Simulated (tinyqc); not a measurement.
Crystallisation kinetics and data retention of a phase-change cell: two steps of the calculation.

Johnson-Mehl-Avrami-Kolmogorov law X = 1 - exp(-y^n), y = integral of k dt, k = (1/100 s) exp[-(Ec q/kB)(1/T - 1/T1)].

Inputs (values chosen for the exercise); values of the order of Ge-Sb-Te and related chalcogenides:
- Ec = 2.01 eV (activation energy of crystallisation)
- T1 = 447 K (temperature at which the rate k is 1/(100 s))
- n = 3 (Avrami exponent)
- Xf = 0.5 (crystalline share at which the state is lost)
- T = 328 K (storage temperature)
- b = 5 K/min (heating rate)
- Ta = 411 K (start of the ramp table)
- dT = 4 K (step of the table)
- m = 10 (steps)

Constants: q = 1.602176634e-19 C, kB = 1.380649e-23 J/K. Results are converted to the units shown.

Task 1. Retention. At fixed T the state fails at t = (-ln(1 - Xf))^(1/n)/k; ten years are 3.15576e8 s.

Give: k; y at failure; time to fail; the same in years; temperature for ten years.

Result 1.

k = 5.999e-11 1/s
y at failure = 0.8850
time to fail = 1.475e10 s
the same in years = 467.5
temperature for ten years = 346.7 K

The cell meets ten years at 328 K.

Task 2. A heating ramp. T rises at the rate b. Start with y = k (kB Ta^2/(q Ec))/b, the integral from cold to Ta to leading order; over each step k is taken as exponential in T, so y gains (dT/b)(k2 - k1)/ln(k2/k1). dX/dt = n y^(n - 1) k exp(-y^n), listed as 0 once y^n exceeds 23.

Wanted: T; k; y; X; dX/dt.

Result 2.

```
point  T (K)    k (1/s)          y          X  dX/dt (1/s)
0        411  1.0351e-4  0.0089958  7.2799e-7    2.5131e-8
1        415  1.7888e-4   0.015609  3.8031e-6    1.3075e-7
2        419  3.0591e-4   0.026973  1.9623e-5    6.6765e-7
3        423  5.1785e-4   0.046299  9.9240e-5    3.3298e-6
4        427  8.6805e-4   0.078840  4.8993e-4    1.6179e-5
5        431  0.0014412    0.13310  0.0023554    7.6418e-5
6        435  0.0023705    0.22274   0.010990    3.4895e-4
7        439  0.0038639    0.36946   0.049181    0.0015044
8        443  0.0062428    0.60747    0.20082    0.0055232
9        447   0.010000    0.99024    0.62130     0.011140
10       451   0.015885     1.6006    0.98344    0.0020217
```

Range of the model: One Arrhenius rate is assumed; incubation, growth from the boundary and the non-Arrhenius kinetics of the supercooled liquid are left out.

Program tinyqc, `OMP_NUM_THREADS=1 python tinyqc.py 2490141 2490142 out.jsonl`; Intel Xeon 2.30GHz, shared host, one thread, about 0.02 s.
